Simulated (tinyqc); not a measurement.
From a target level to the width: finite square well with mass mismatch (envelope functions). Three cases, with inputs chosen for the exercise.

Problem. Which width L gives the lowest level below?

A square well of width L and depth V0, mass mw inside and mb outside, energies from the bottom of the well, c = hbar^2/2m0. k = sqrt(mw E/c), kappa = sqrt(mb (V0 - E)/c). psi and psi'/m are continuous at the walls (BenDaniel-Duke), so level n solves k L + 2 atan[(k/mw)/(kappa/mb)] = n pi.

Constants: hbar^2/2m0 = 3.80998211 eV angstrom^2.

Find: k; kappa; the arctangent; L.

Method. E1 fixes k and kappa, so L = (pi - 2 atan[(k/mw)/(kappa/mb)])/k.

Case 1.

Values chosen (out of a larger set: near those of a GaAs well in AlGaAs; not measured data):
- V0 = 0.292 eV (barrier height)
- mw = 0.0681 m0 (mass in the well)
- mb = 0.0969 m0 (mass in the barrier)

E1 = 0.016474 eV

Solution.

k = 0.01716 1/angstrom
kappa = 0.08371 1/angstrom
the arctangent = 0.2838 rad
L = 150 angstrom

Case 2.

Values chosen (out of a larger set: near those of the light valleys of a Si film in HfO2; not measured data):
- V0 = 1.575 eV (barrier height)
- mw = 0.192 m0 (mass in the well)
- mb = 0.18 m0 (mass in the barrier)

E1 = 0.116665 eV

Solution.

k = 0.07668 1/angstrom
kappa = 0.26248 1/angstrom
the arctangent = 0.2673 rad
L = 34 angstrom

Case 3.

Values chosen (out of a larger set: near those of the light valleys of a Si film in HfO2; not measured data):
- V0 = 1.456 eV (barrier height)
- mw = 0.194 m0 (mass in the well)
- mb = 0.172 m0 (mass in the barrier)

E1 = 0.038500 eV

Solution.

k = 0.04428 1/angstrom
kappa = 0.25297 1/angstrom
the arctangent = 0.1540 rad
L = 64 angstrom

Computed by tinyqc, one run a case: `OMP_NUM_THREADS=1 python tinyqc.py N N+1 out.jsonl` with N = 1281205, 1281356, 1281380; one thread of a shared Intel(R) Xeon(R) Processor @ 2.30GHz, about 0.02 s a run at most.
